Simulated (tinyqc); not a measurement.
Inside a calculation. Method: empirical pseudopotential in a few plane waves. Computed by tinyqc, a small Python program that keeps every step. Settings: plane-wave index or count = 15. Command: `OMP_NUM_THREADS=1 python tinyqc.py 29776 29777 out.jsonl` (the two numbers bound the seeds that draw the settings). One thread of a shared host (Intel(R) Xeon(R) Processor @ 2.60GHz), about 0.2 s of CPU time with the checks.

## Bloch Hamiltonian at k

Parameters chosen for this model: fcc lattice, atoms at +/- a/8 (1,1,1); form factors in rydberg at |G|^2 in units of (2 pi/a)^2:

| parameter | value | unit |
|---|---|---|
| a | 6.250000 | angstrom |
| VS(3) | -0.232000 | Ry |
| VS(8) | 0.022000 | Ry |
| VS(11) | 0.064000 | Ry |
| VA(3) | 0.091000 | Ry |
| VA(4) | 0.040000 | Ry |
| VA(11) | 0.025000 | Ry |
| hbar^2/2m (2 pi/a)^2 | 3.850549 | eV |

k point k (2 pi / a): 0.48000  -0.26000  0.12000

Basis: the 15 shortest G (labels in 2 pi/a), the same at every k. H(G,G') = c |k + G|^2 delta + VS(|G-G'|^2) cos((G-G').tau) + i VA sin((G-G').tau), tau = a/8 (1,1,1); 1 Ry = 13.605693 eV.

H(k) at k (eV):
```
                   +0+0+0             -1-1-1             -1-1+1             -1+1-1
+0+0+0            1.20291   2.23200+0.87548i  -2.23200+0.87548i  -2.23200+0.87548i
-1-1-1   2.23200-0.87548i           10.13618   0.00000-0.54423i   0.00000-0.54423i
-1-1+1  -2.23200-0.87548i   0.00000+0.54423i           11.98445            0.29933
-1+1-1  -2.23200-0.87548i   0.00000+0.54423i            0.29933            6.13161
-1+1+1  -2.23200+0.87548i           -0.29933   0.00000+0.54423i   0.00000+0.54423i
+1-1-1  -2.23200-0.87548i   0.00000+0.54423i            0.29933            0.29933
+1-1+1  -2.23200+0.87548i           -0.29933   0.00000+0.54423i            0.00000
+1+1-1  -2.23200+0.87548i           -0.29933            0.00000   0.00000+0.54423i
+1+1+1   2.23200+0.87548i            0.00000           -0.29933           -0.29933
-2+0+0   0.00000-0.54423i  -2.23200+0.87548i  -2.23200-0.87548i  -2.23200-0.87548i
+0-2+0   0.00000-0.54423i  -2.23200+0.87548i  -2.23200-0.87548i   0.61572-0.24052i
+0+0-2   0.00000-0.54423i  -2.23200+0.87548i   0.61572-0.24052i  -2.23200-0.87548i
+0+0+2   0.00000+0.54423i  -0.61572-0.24052i   2.23200+0.87548i  -0.61572+0.24052i
+0+2+0   0.00000+0.54423i  -0.61572-0.24052i  -0.61572+0.24052i   2.23200+0.87548i
+2+0+0   0.00000+0.54423i  -0.61572-0.24052i  -0.61572+0.24052i  -0.61572+0.24052i

                   -1+1+1             +1-1-1             +1-1+1             +1+1-1
+0+0+0  -2.23200-0.87548i  -2.23200+0.87548i  -2.23200-0.87548i  -2.23200-0.87548i
-1-1-1           -0.29933   0.00000-0.54423i           -0.29933           -0.29933
-1-1+1   0.00000-0.54423i            0.29933   0.00000-0.54423i            0.00000
-1+1-1   0.00000-0.54423i            0.29933            0.00000   0.00000-0.54423i
-1+1+1            7.97988            0.00000            0.29933            0.29933
+1-1-1            0.00000           17.52924   0.00000-0.54423i   0.00000-0.54423i
+1-1+1            0.29933   0.00000+0.54423i           19.37750            0.29933
+1+1-1            0.29933   0.00000+0.54423i            0.29933           13.52467
+1+1+1   0.00000+0.54423i           -0.29933   0.00000+0.54423i   0.00000+0.54423i
-2+0+0   2.23200-0.87548i   0.61572-0.24052i  -0.61572-0.24052i  -0.61572-0.24052i
+0-2+0  -0.61572-0.24052i  -2.23200-0.87548i   2.23200-0.87548i  -0.61572-0.24052i
+0+0-2  -0.61572-0.24052i  -2.23200-0.87548i  -0.61572-0.24052i   2.23200-0.87548i
+0+0+2  -2.23200+0.87548i  -0.61572+0.24052i  -2.23200+0.87548i   0.61572+0.24052i
+0+2+0  -2.23200+0.87548i  -0.61572+0.24052i   0.61572+0.24052i  -2.23200+0.87548i
+2+0+0   0.61572+0.24052i   2.23200+0.87548i  -2.23200+0.87548i  -2.23200+0.87548i

                   +1+1+1             -2+0+0             +0-2+0             +0+0-2
+0+0+0   2.23200-0.87548i   0.00000+0.54423i   0.00000+0.54423i   0.00000+0.54423i
-1-1-1            0.00000  -2.23200-0.87548i  -2.23200-0.87548i  -2.23200-0.87548i
-1-1+1           -0.29933  -2.23200+0.87548i  -2.23200+0.87548i   0.61572+0.24052i
-1+1-1           -0.29933  -2.23200+0.87548i   0.61572+0.24052i  -2.23200+0.87548i
-1+1+1   0.00000-0.54423i   2.23200+0.87548i  -0.61572+0.24052i  -0.61572+0.24052i
+1-1-1           -0.29933   0.61572+0.24052i  -2.23200+0.87548i  -2.23200+0.87548i
+1-1+1   0.00000-0.54423i  -0.61572+0.24052i   2.23200+0.87548i  -0.61572+0.24052i
+1+1-1   0.00000-0.54423i  -0.61572+0.24052i  -0.61572+0.24052i   2.23200+0.87548i
+1+1+1           15.37293  -0.61572-0.24052i  -0.61572-0.24052i  -0.61572-0.24052i
-2+0+0  -0.61572+0.24052i            9.21205            0.29933            0.29933
+0-2+0  -0.61572+0.24052i            0.29933           20.60968            0.29933
+0+0-2  -0.61572+0.24052i            0.29933            0.29933           14.75684
+0+0+2  -2.23200-0.87548i           -0.29933           -0.29933            0.00000
+0+2+0  -2.23200-0.87548i           -0.29933            0.00000           -0.29933
+2+0+0  -2.23200-0.87548i            0.00000           -0.29933           -0.29933

                   +0+0+2             +0+2+0             +2+0+0
+0+0+0   0.00000-0.54423i   0.00000-0.54423i   0.00000-0.54423i
-1-1-1  -0.61572+0.24052i  -0.61572+0.24052i  -0.61572+0.24052i
-1-1+1   2.23200-0.87548i  -0.61572-0.24052i  -0.61572-0.24052i
-1+1-1  -0.61572-0.24052i   2.23200-0.87548i  -0.61572-0.24052i
-1+1+1  -2.23200-0.87548i  -2.23200-0.87548i   0.61572-0.24052i
+1-1-1  -0.61572-0.24052i  -0.61572-0.24052i   2.23200-0.87548i
+1-1+1  -2.23200-0.87548i   0.61572-0.24052i  -2.23200-0.87548i
+1+1-1   0.61572-0.24052i  -2.23200-0.87548i  -2.23200-0.87548i
+1+1+1  -2.23200+0.87548i  -2.23200+0.87548i  -2.23200+0.87548i
-2+0+0           -0.29933           -0.29933            0.00000
+0-2+0           -0.29933            0.00000           -0.29933
+0+0-2            0.00000           -0.29933           -0.29933
+0+0+2           18.45337            0.29933            0.29933
+0+2+0            0.29933           12.60054            0.29933
+2+0+0            0.29933            0.29933           23.99816
```

## Levels at k

Diagonalise the Hermitian matrix.

eigenvalues (eV): -3.20790  3.97362  6.01816  6.41479  10.66462  11.74629  12.78945  13.04148  14.93760  16.28081  17.74172  19.91233  21.98886  23.39098  27.17718

## Bands along a path

The same steps at evenly spaced points between the labelled ones.

Bands along the path (eV), lowest eight:

| k | band 1 | band 2 | band 3 | band 4 | band 5 | band 6 | band 7 | band 8 |
|---|---|---|---|---|---|---|---|---|
| L | -2.57822 | 2.75162 | 6.60069 | 6.60069 | 9.61535 | 12.43103 | 12.43103 | 16.11543 |
| L-G 0.25 | -3.01738 | 3.33404 | 6.54551 | 6.54551 | 9.63989 | 12.29448 | 12.29448 | 15.16532 |
| L-G 0.50 | -3.48477 | 4.48861 | 6.66046 | 6.66046 | 9.87065 | 12.15531 | 12.15531 | 13.02521 |
| L-G 0.75 | -3.81507 | 5.93681 | 6.84669 | 6.84669 | 9.78300 | 11.63225 | 11.75234 | 11.75234 |
| G | -3.93208 | 6.94257 | 6.94257 | 6.94257 | 9.05330 | 11.50980 | 11.50980 | 11.50980 |
| G-X 0.25 | -3.77584 | 5.87272 | 6.67982 | 6.67982 | 10.21696 | 11.01707 | 12.10189 | 12.10189 |
| G-X 0.50 | -3.33208 | 4.37716 | 6.21241 | 6.21241 | 10.31596 | 11.25748 | 13.54936 | 13.54936 |
| G-X 0.75 | -2.69840 | 3.15087 | 5.91801 | 5.91801 | 9.96087 | 10.70048 | 15.46711 | 15.46711 |
| X | -2.12263 | 2.51558 | 5.95865 | 5.95865 | 9.86754 | 10.50570 | 17.71594 | 17.71594 |

With 4 band(s) filled, the highest filled level on these points lies at G and the lowest empty one at G: a gap of 2.1107 eV, direct. This holds for the small fixed basis; with all plane waves up to |k + G|^2 = 21 (2 pi/a)^2 the gap along the path is 2.37 eV.

## Convergence with the number of plane waves

Levels at G counted from the fourth one.

Levels (eV):

| plane waves | level 1 | level 5 | level 8 |
|---|---|---|---|
| 9 | -13.89298 | 1.08846 | 2.15348 |
| 15 | -10.87465 | 2.11072 | 4.56723 |
| 27 | -9.95261 | 2.36427 | 4.69573 |
| 51 | -9.72974 | 2.31084 | 4.96547 |
| 59 | -9.75834 | 2.35255 | 4.73375 |
| 65 | -9.76168 | 2.34720 | 4.69640 |
| 89 | -9.74056 | 2.34823 | 4.71347 |
